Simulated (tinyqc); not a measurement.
Inside a calculation: short-period [001] superlattice in sp3s* tight binding. Values are carried at full precision from step to step, so a last printed digit may differ when a step is redone from the rounded ones.

sp3s* tight binding, nearest neighbours only: anion (a) at 0, cation (c) at a/4 (1,1,1), orbitals s, px, py, pz, s* on each; k in units of 2 pi/a. With phases e_j = exp(i (pi/2) k.n_j) for n = (1,1,1), (1,-1,-1), (-1,1,-1), (-1,-1,1): g0 = (e1+e2+e3+e4)/4, g1 = (e1+e2-e3-e4)/4, g2 = (e1-e2+e3-e4)/4, g3 = (e1-e2-e3+e4)/4. The diagonal holds the levels Esa, Epa, Exa (s*) and Esc, Epc, Exc. Anion-cation block: <sa|sc> = Vss g0; <sa|xc> = Vsapc g1; <xa|sc> = -Vscpa g1; <xa|xc> = Vxx g0; <xa|yc> = <ya|xc> = Vxy g3, <xa|zc> = <za|xc> = Vxy g2, <ya|zc> = <za|yc> = Vxy g1; <s*a|xc> = Vxapc g1; <xa|s*c> = -Vpaxc g1; y and z take g2 and g3 in place of g1; s-s* and s*-s* vanish.

Inputs chosen for the exercise (A near a published set for GaAs, B for AlAs; not measured data): pA = (-8.32, 1.041, -2.651, 3.659, 8.598, 6.729, -6.469, 1.951, 5.067, 4.471, 5.775, 4.853, 4.809) eV (order Esa, Epa, Esc, Epc, Exa, Exc, Vss, Vxx, Vxy, Vsapc, Vscpa, Vxapc, Vpaxc); pB = (-7.538, 0.984, -1.163, 3.584, 7.476, 6.739, -6.666, 1.876, 4.292, 5.1, 5.495, 4.52, 5.006) eV (the same for B); dEv = 0.44 eV (valence offset: Ev(B) lies this far below Ev(A)); n = 1 (monolayers of A); m = 1 (monolayers of B).

## Band line-up of the two bulk crystals

Edges on the common scale: Ev, the conduction level at Gamma, the minimum on (kx,0,0) for kx from 0.5 to 1, and the level at X.

Edges (eV):
```
crystal       Ev   Gamma  Delta minimum       X
A         0.0000  1.5767         2.0148  2.0148
B        -0.4400  2.5968         1.8185  1.8489
```

For Gamma electrons A is the well, 1.020 eV deep; for X electrons B is, 0.166 eV deep; holes sit in A.

## Shifted levels

Planes alternate anion, cation along [001], a/4 apart; at zero in-plane momentum s, pz, s* form one block. All levels of A are shifted so that its Ev (lower root of [[Epa, Vxx], [Vxx, Epc]]) is 0, and those of B so that its Ev is -dEv. A monolayer is an anion plane and the cation plane above it; an anion between unlike cations takes the mean of the two anion levels; each bond takes the couplings of its cation. Block from an anion to the cation above: U with Vss/2 (s,s), Vsapc/2 (s,z), -Vscpa/2 (z,s), Vxx/2 (z,z), Vxapc/2 (s*,z), -Vpaxc/2 (z,s*); to the cation below: the same with the s-z and s*-z signs reversed. The cell of n + m monolayers is closed with the phase exp(2 pi i q). No spin-orbit coupling. In this block 2 (n + m) levels are filled.

Parameters in the order Esa, Epa, Esc, Epc, Exa, Exc, Vss, Vxx, Vxy, Vsapc, Vscpa, Vxapc, Vpaxc. Find Ev of each set and shift the levels.

Ev before the shift (eV): A 0.0006, B 0.0016

Levels (eV):
```
plane                  s       p      s*
anion A          -8.3206  1.0404  8.5974
cation A         -2.6516  3.6584  6.7284
anion B          -7.9796  0.5424  7.0344
cation B         -1.6046  3.1424  6.2974
interface anion  -8.1501  0.7914  7.8159
```

## The matrix for n = 1, m = 1 at q = 0

Planes in the order a1, c1, a2, c2, ...; the A cations come first.

H (eV), lower triangle:
```
        sa1     za1     *a1     sc1     zc1    *c1     sa2     za2    *a2     sc2    zc2    *c2
sa1  -8.150
za1       0   0.791
*a1       0       0   7.816
sc1  -3.235  -2.888       0  -2.652
zc1   2.236   0.976   2.426       0   3.658
*c1       0  -2.405       0       0       0  6.728
sa2       0       0       0  -3.235  -2.236      0  -8.150
za2       0       0       0   2.888   0.976  2.405       0   0.791
*a2       0       0       0       0  -2.426      0       0       0  7.816
sc2  -3.333   2.748       0       0       0      0  -3.333  -2.748      0  -1.605
zc2  -2.550   0.938  -2.260       0       0      0   2.550   0.938  2.260       0  3.142
*c2       0   2.503       0       0       0      0       0  -2.503      0       0      0  6.297
```

## Levels of the small cell

Diagonalise (s, pz, s* block of a cell with n = 1, m = 1; px and py are apart). The lowest 4 levels are filled. Give the share of the cation weight of the lowest empty level that lies on the A cations, c1.

levels (eV): -12.372  -10.038  -7.225  -0.219  1.921  1.936  2.464  4.412  6.518  7.816  10.105  11.166

share on A cations = 0.825

The lowest empty level is number 5, at 1.921 eV.

## Checks

- Cell of two equal monolayers against the bulk levels at Gamma and X: they agree to 1e-10 or better.

Program tinyqc; command `OMP_NUM_THREADS=1 python tinyqc.py 1451080 1451081 out.jsonl`; about 0.5 s on one thread of a shared Intel(R) Xeon(R) Processor @ 2.30GHz.
